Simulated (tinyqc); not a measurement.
From results back to parameters: statistics of electrons in three, two and one dimensions. Three cases, with inputs chosen for the exercise.

Problem. A sheet with one subband has n2 = (2/lambda^2) ln(1 + exp(eta)).

One band edge at E = 0, lambda = sqrt(4 pi c/(m1 kT)) with c = hbar^2/2m0. Densities with spin: n3 = (2/lambda^3) F_1/2(eta), n2 = (2/lambda^2) F_0(eta) with F_0 = ln(1 + exp(eta)), n1 = (2/lambda) F_-1/2(eta). F_j(eta) = (1/Gamma(j + 1)) integral_0^infinity x^j dx/(1 + exp(x - eta)), which tends to exp(eta) for eta << 0.

Constants: hbar^2/2m0 = 3.80998211 eV angstrom^2; kB = 8.617333262e-05 eV/K.

Case 1.

Values chosen (out of a larger set: near those of Si, lowest valleys alone; not measured data): m1 = 0.187 m0 (mass of one isotropic band with spin); T = 400 K.

n2 = 5.32805e+12 1/cm^2

Case 2.

Values chosen (out of a larger set: near those of GaN, lowest valleys alone; not measured data): m1 = 0.199 m0 (mass of one isotropic band with spin); T = 77 K.

n2 = 6.45964e+11 1/cm^2

Case 3.

Values chosen (out of a larger set: near those of GaAs, lowest valleys alone; not measured data): m1 = 0.0667 m0 (mass of one isotropic band with spin); T = 300 K.

n2 = 1.43776e+12 1/cm^2

Find: n2 lambda^2/2; eta; EF above the subband edge.

Solution. eta = ln(exp(n2 lambda^2/2) - 1), with n2 in 1/angstrom^2.

Case 1.

n2 lambda^2/2 = 1.9788
eta = 1.830
EF above the subband edge = 63.08 meV

Case 2.

n2 lambda^2/2 = 1.1711
eta = 0.800
EF above the subband edge = 5.31 meV

Case 3.

n2 lambda^2/2 = 1.9960
eta = 1.850
EF above the subband edge = 47.83 meV

Computed by tinyqc, one run a case: `OMP_NUM_THREADS=1 python tinyqc.py N N+1 out.jsonl` with N = 1680548, 1680599, 1680602; one thread of a shared Intel(R) Xeon(R) Processor @ 2.30GHz, about 0.02 s a run at most.
